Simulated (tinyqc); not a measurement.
# Changing the noise amplitude

Model: cluster expansion of a binary alloy: correlations, fit, cross-validation and ground states. Computed by tinyqc, a small Python program. Command: `OMP_NUM_THREADS=1 python tinyqc.py 3012693 3012694 out.jsonl clex sweep`. One thread of a shared host (Intel(R) Xeon(R) Processor @ 2.30GHz), about 0.05 s of CPU time with the checks.

s = +1 for A and -1 for B. Energy per site E = J0 + J1 P(point) + sum over clusters of m V P, with P the mean product of spins; V > 0 on a pair favours unlike neighbours. Clusters per site m: pair 1 4, pair 2 3, pair 3 6, triplet 12; the triplet is two first-neighbour bonds closed by a second-neighbour bond. Formation energies are counted from the line between pure A and pure B, which removes J0 and J1.

Inputs (values chosen for the exercise, for a model alloy):
```
quantity                    value  unit
first-pair interaction V1    15.3   meV
second-pair interaction V2    7.6   meV
third-pair interaction V3     1.6   meV
triplet interaction Vt       -2.4   meV
```

Lattice: bcc.

correlations P, counted on periodic cells:
```
                      point     pair 1     pair 2     pair 3    triplet
A                  1.000000   1.000000   1.000000   1.000000   1.000000
A3B D0_3           0.500000   0.000000   0.000000   1.000000  -0.500000
A3B (001) layers   0.500000   0.000000   0.666667   0.333333   0.166667
A2B C11_b          0.333333  -0.333333   0.555556   0.111111  -0.111111
AB B2              0.000000  -1.000000   1.000000   1.000000   0.000000
AB B32             0.000000   0.000000  -1.000000   1.000000   0.000000
A2B2 B11           0.000000   0.000000   0.333333  -0.333333   0.000000
AB (110) layers    0.000000   0.000000  -0.333333  -0.333333   0.000000
AB2 C11_b         -0.333333  -0.333333   0.555556   0.111111   0.111111
AB3 D0_3          -0.500000   0.000000   0.000000   1.000000   0.500000
AB3 (001) layers  -0.500000   0.000000   0.666667   0.333333  -0.166667
B                 -1.000000   1.000000   1.000000   1.000000  -1.000000
```

standard normal numbers for the noise (0 for the pure ends): A 0.000, A3B D0_3 0.191, A3B (001) layers 0.074, A2B C11_b -0.203, AB B2 0.243, AB B32 0.224, A2B2 B11 -1.122, AB (110) layers -0.564, AB2 C11_b 0.760, AB3 D0_3 2.614, AB3 (001) layers 1.871, B 0.000

Method:
- Design matrix of formation energies: m (P - 1) for pairs and m (P(triplet) - P(point)) for the triplet; x = (1 - P(point))/2.
- Exact: X V with V = (V1, V2, V3, Vt). The data to fit add the noise amplitude times the normal numbers, standing for what the clusters leave out.
- Leave out pair 3: A = X^T X and b = X^T E (E being the data with noise) over these three columns; solve A V = b. The root-mean-square error runs over the structures between the pure ends.
- For each set, H = X (X^T X)^-1 X^T over the structures between the ends; residual e = E - H E; leave-one-out error e_i/(1 - H_ii); both as root mean squares.

One run for each value; columns: (1) noise amplitude (meV/site); (2) leave-one-out error without pair 3 (meV/site); (3) leave-one-out error with all four (meV/site); (4) root-mean-square error of the three-cluster fit (meV/site):
```
(1)       (2)     (3)     (4)
0.15    8.946   0.225   5.488
0.30    9.031   0.450   5.556
0.57    9.190   0.855   5.683
1.10    9.529   1.650   5.949
2.10   10.253   3.150   6.501
4.10   11.953   6.151   7.747
7.90   15.756  11.851  10.420
15.00  23.732  22.502  15.853
```

Over the rows, leave-one-out error without pair 3 (meV/site) rises from 8.95 to 23.7 (exponent d ln y / d ln x 0.014 between the first rows and 0.64 between the last); leave-one-out error with all four (meV/site) rises from 0.225 to 22.5 (exponent d ln y / d ln x about 1.0 throughout); root-mean-square error of the three-cluster fit (meV/site) rises from 5.49 to 15.9 (exponent d ln y / d ln x 0.018 between the first rows and 0.65 between the last). With all four clusters the error is pure noise and scales with it. Leaving out pair 3 leaves a floor set by V3 once the noise is small enough, and does not predict better in this range.
